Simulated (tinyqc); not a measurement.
## Trap density from two Hall measurements

Inverse problem. p-type body, charge-sheet picture, full ionisation (an idealisation for deep acceptors), Boltzmann statistics for free electrons. e = Ec - EF at the surface. psi = Eg - Vt ln(Nv/Na) - e; N_dep = sqrt(2 eps0 eps_r Na (psi - Vt)/q); n_f = sqrt(N_dep^2 + 2 eps0 eps_r Vt Nc exp(-e/Vt)/q) - N_dep; Vg = Vfb + psi + q (N_dep + n_t + n_f)/Cox, Cox = eps0 eox/tox. Find e and n_t at both points and the mean trap density between them.

Inputs (values chosen for the exercise); band and dielectric values close to those of 4H silicon carbide:
```
symbol,value,unit,meaning
T,250,K,temperature
Eg,3.31,eV,band gap
eps_r,9.72,,relative permittivity
Nc,1.29e19,cm^-3,conduction-band density of states at T
Nv,1.88e19,cm^-3,valence-band density of states at T
eox,3.9,,relative permittivity of the insulator
tox,52,nm,insulator thickness
Na,9.7e16,cm^-3,acceptor density
Vfb,-2.32,V,flat-band voltage without trapped charge
```

Constants: q = 1.602176634e-19 C, kB = 1.380649e-23 J/K, Vt = kB T/q, eps0 = 8.8541878128e-14 F/cm where lengths are in cm. Results are converted to the units shown.

Vg (V): [6.0604197, 7.7332103]
free sheet density from the Hall effect (cm^-2): [9.5732118e8, 3.0488168e10]

Answer. Each n_f fixes e; what the gate voltage holds beyond psi, N_dep and n_f is trapped; the difference quotient is the density, smeared over a few Vt.

e (eV): [0.146, 0.0710]
n_t (cm^-2): [4.32e11, 1.04e12]
mean trap density = 8.14e12 cm^-2 eV^-1

Numbers from tinyqc (`OMP_NUM_THREADS=1 python tinyqc.py 2222013 2222014 out.jsonl`; about 0.03 s on one thread of a shared Intel Xeon 2.30GHz).
